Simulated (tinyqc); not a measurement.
# Electron continuity equation in a given potential, Scharfetter-Gummel discretisation: current and errors against the applied potential

Steady state in one dimension: J = q mu n E + q D dn/dx with E = -dpsi/dx and D = mu Vt, dJ/dx = q (n/tau - G), fixed densities nL and nR at the ends. The potential is given, psi = U x/L, and is not changed by the electrons.

8 equal intervals. Fluxes J_i = (q D/h)(n_(i+1) P_i - n_i Q_i), d_i = (psi_(i+1) - psi_i)/Vt: Scharfetter-Gummel P = B(d), Q = B(-d), B(d) = d/(exp(d) - 1); central P = 1 - d/2, Q = 1 + d/2; upwind P = 1 + max(-d, 0), Q = 1 + max(d, 0). Balance at each inner node: J_i - J_(i-1) = q h (n_i/tau - G). The reference is Scharfetter-Gummel on 4000 intervals or more. Errors are those of J on the first interval against the reference at its midpoint; errors under 1e-6 % are printed as 0.

Inputs (values chosen for the exercise); mobility close to that of silicon at room temperature:
- T = 300 K (temperature)
- mu = 1370 cm^2/(V s) (electron mobility)
- L = 7.7 um (length of the region)
- nL = 5.1e13 cm^-3 (density at x = 0)
- nR = 0 cm^-3 (density at x = L)
- tau = 2.5e-9 s (lifetime)
- G = 2e21 cm^-3 s^-1 (uniform generation rate)

Constants: q = 1.602176634e-19 C, kB = 1.380649e-23 J/K, Vt = kB T/q. Results are converted to the units shown.

Current and errors against the applied potential:
columns A: U (V); B: largest |d|; C: reference J (A/cm^2); D: SG error (%); E: central error (%); F: upwind error (%); G: most negative central n (cm^-3), 0 if none
```
A            B        C      D       E     F  G
0.01   0.04835  -0.8497  0.197   0.186  1.57  0
0.041   0.1982   -1.125  0.386   0.253  4.26  0
0.1     0.4835   -1.762  0.589   0.181  5.21  0
0.21     1.015   -3.170  0.712  0.0854  3.83  0
0.31     1.499   -4.549  0.732  0.0481  2.86  0
0.45     2.176   -6.530  0.720  0.0247  2.07  0
0.62     2.998   -8.967  0.685  0.0136  1.54  0
0.93     4.497   -13.44  0.606  0.0401  1.04  0
```

What does the comparison show, and why?

The reference current falls from -0.850 to -13.4 A/cm^2. The largest errors in size are 0.73 % (Scharfetter-Gummel), 0.25 % (central) and 5.2 % (upwind). With sources Scharfetter-Gummel is no longer exact, since it takes J constant over each interval, and it is not always the most accurate for J.

tinyqc, about 0.01 s, one thread, Intel Xeon 2.30GHz (shared host): `OMP_NUM_THREADS=1 python tinyqc.py 2220108 2220109 out.jsonl`
